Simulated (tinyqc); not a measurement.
Worked calculation: plane-wave Kohn-Sham cycle with exchange-only LDA in a layered model solid. One step of it, computed by the program tinyqc.

Question. Iteration 1: Hamiltonian at one k. H(m,m') = (k + G_m)^2/2 delta + V(G_m - G_m'), with V(-G) = V(G).

A solid whose potential varies along x alone (atomic units):
```
parameter                      value
period a                   17.500000
cross-section of the cell  40.000000
electrons per cell                 4
grid points                       16
plane waves -n..n, n               2
k points                           2
V1 in V1 cos(2 pi x/a)     -0.750000
V2 in V2 cos(4 pi x/a)     -0.160000
```

V(G_m), m = 0, 1, 2, ... (hartree): [-0.176053, -0.375000, -0.080000, 0.000000, 0.000000]

k = 0.250000 2 pi / a

Give: H.

Answer.

H (hartree), order -2, -1, +0, +1, +2:
```
[[0.0213, -0.3750, -0.0800, 0.0000, 0.0000],
 [-0.3750, -0.1398, -0.3750, -0.0800, 0.0000],
 [-0.0800, -0.3750, -0.1720, -0.3750, -0.0800],
 [0.0000, -0.0800, -0.3750, -0.0753, -0.3750],
 [0.0000, 0.0000, -0.0800, -0.3750, 0.1502]]
```
